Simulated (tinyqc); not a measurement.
Inside a calculation. Method: UHF in the sto-6g basis, for H4+, spin multiplicity 2. This run ends on a higher stationary point, not on the lowest solution. Computed by tinyqc, a small Python program that keeps every step (integrals from PySCF). Settings: charge = 1, multiplicity = 2, basis = sto-6g, energy threshold = 1e-09, iteration cap = 54, orthogonalisation = symmetric, start = Wolfsberg-Helmholz matrix, DIIS depth = 4, method = UHF. Command: `OMP_NUM_THREADS=1 python tinyqc.py 28912 28913 out.jsonl` (the two numbers bound the seeds that draw the settings). One thread of a shared host (Intel(R) Xeon(R) Processor @ 2.60GHz), about 0.1 s of CPU time with the checks.

Geometry (angstrom):
```
atom         x         y         z
H     0.000000  0.000000  0.000000
H     0.000000  0.000000  1.475000
H     0.000000  1.894000  0.000000
H     0.000000  1.894000  1.475000
```

Stop when the energy changes by less than 1e-09 hartree and every element of the error matrix X^T (F D S - S D F) X (for each spin) is below 9e-06.

Course of the cycle:
```
iteration  E (hartree)     change  largest element of the error matrix
1          -1.53494724          -                             3.91e-16
2          -1.53494724  -1.33e-15                             2.85e-16
```

Can the last value be used, and what does the course show?

No, though the log alone does not show it. Converged in 2 iterations. But the solution lies 0.01162 hartree above the reference: it is another stationary point, not the lowest one. Reruns (cap 100 unless said): DIIS 8: converged in 2 to a higher stationary point; damping 0.5: converged in 2 to a higher stationary point; level shift 0.5: converged in 2 to a higher stationary point; atomic densities as start, DIIS 8: converged in 3 to a higher stationary point. PySCF UHF in the same basis, after a stability check = -1.54657057 hartree.
